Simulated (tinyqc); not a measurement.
# Changing the fraction x of B

Model: order-disorder in a binary alloy on two sublattices: Bragg-Williams and pair (quasi-chemical) approximations. Computed by tinyqc, a small Python program. Command: `OMP_NUM_THREADS=1 python tinyqc.py 3004177 3004178 out.jsonl order sweep`. One thread of a shared host (Intel(R) Xeon(R) Processor @ 2.30GHz), about 0.01 s of CPU time with the checks.

All z = 8 neighbours of a site lie on the other sublattice. B fills the sublattices with x + eta/2 and x - eta/2; energies are per site, from the pure components: u = -z w y with y the probability of an A-B bond taken in one order.

Inputs (values chosen for the exercise, for a model alloy): ordering energy w = (e_AA + e_BB)/2 - e_AB = 16.6 meV; temperature T = 536 K.

Lattice: bcc (B2 order, z = 8). Method: plain iteration, 400 steps.

scattering factors f_A, f_B (electrons): [35, 55]

Constants: k_B = 8.617333262e-05 eV/K.

Method:
- Bragg-Williams: k_B T_c = 2 z w x (1 - x). Pair approximation at x = 1/2: k_B T_c = w/ln(z/(z - 2)).
- Bragg-Williams: u = -z w [x (1 - x) + eta^2/4]; minimising f gives ln[a (1 - b)/(b (1 - a))] = 2 z w eta/(k_B T) =: ln Q, a = x + eta/2, b = x - eta/2. For given Q this is a quadratic for eta, (Q - 1) eta^2/4 - (Q + 1) eta/2 + (Q - 1) x (1 - x) = 0, smaller root: the map eta -> phi(eta).
- Plain iteration eta = phi(eta), 400 steps at most; start at 0.999 times 2x; stop when |phi - eta| < 1e-10.
- a = x + eta/2, b = x - eta/2; u = -z w [x (1 - x) + eta^2/4]; s/k_B = [s2(a) + s2(b)]/2, s2(c) = -c ln c - (1 - c) ln(1 - c); gain on ordering = f(eta) - f(0), f = u - T s. Superlattice over fundamental intensity = [eta (f_B - f_A)/2]^2/[(1 - x) f_A + x f_B]^2.
- Quasi-chemical disordered state, with T here the Bragg-Williams T_c and not the input T: y^2/[(1 - x - y)(x - y)] = exp(2 w/(k_B T)) =: E, so y = 2 x (1 - x)/(1 + r), r = sqrt(1 - 4 x (1 - x)(1 - 1/E)); Warren-Cowley alpha = 1 - y/(x (1 - x)); u = -z w y.

One run for each value:
```
fraction x of B,order parameter eta,"T_c, Bragg-Williams (K)",B fraction on its own sublattice,B fraction on the A sublattice,alpha of the disordered state at the Bragg-Williams T_c
0.26,0.29881,593.01,0.40940,0.11060,-0.11410
0.30,0.44250,647.25,0.52125,0.07875,-0.11767
0.34,0.55590,691.64,0.61795,0.06205,-0.12028
0.38,0.65352,726.16,0.70676,0.05324,-0.12215
0.42,0.73816,750.81,0.78908,0.05092,-0.12340
0.46,0.80448,765.61,0.86224,0.05776,-0.12412
0.50,0.83280,770.54,0.91640,0.08360,-0.12435
```

Over the rows, order parameter eta rises from 0.299 to 0.833 (exponent d ln y / d ln x 2.7 between the first rows and 0.41 between the last); T_c, Bragg-Williams (K) rises from 593 to 771 (exponent d ln y / d ln x 0.61 between the first rows and 0.077 between the last); B fraction on its own sublattice rises from 0.409 to 0.916 (exponent d ln y / d ln x 1.7 between the first rows and 0.73 between the last).  Left out: 0.220 (T is above the Bragg-Williams T_c).

Caution (all rows): T is near or above the T_c of the better pair approximation, so the true long-range order is lower than Bragg-Williams gives.
